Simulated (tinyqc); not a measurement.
True capacitance, leakage and series resistance from two frequencies.

Question. A capacitance C in parallel with G and in series with Rs is measured as Cp and D = Gp/(w Cp) at two frequencies. The series reading Cs = Cp (1 + D^2) equals C + G^2/(w^2 C), and Re Z = D/(w Cp (1 + D^2)) = Rs + G/(G^2 + w^2 C^2). Find C, G and Rs.

f (Hz): 50000  5e5
Cp (pF): 81.1903533  81.1898299
D: 1.44413204  0.146940228

Solution. w^2 Cs = w^2 C + G^2/C is a straight line in w^2 with slope C; the intercept gives G, and the real part then gives Rs.

C = 81.25 pF
G = 36.84 uS
Rs = 10.00 ohm

Numbers from tinyqc (`OMP_NUM_THREADS=1 python tinyqc.py 2022164 2022165 out.jsonl`; about 0.01 s on one thread of a shared Intel Xeon 2.30GHz).
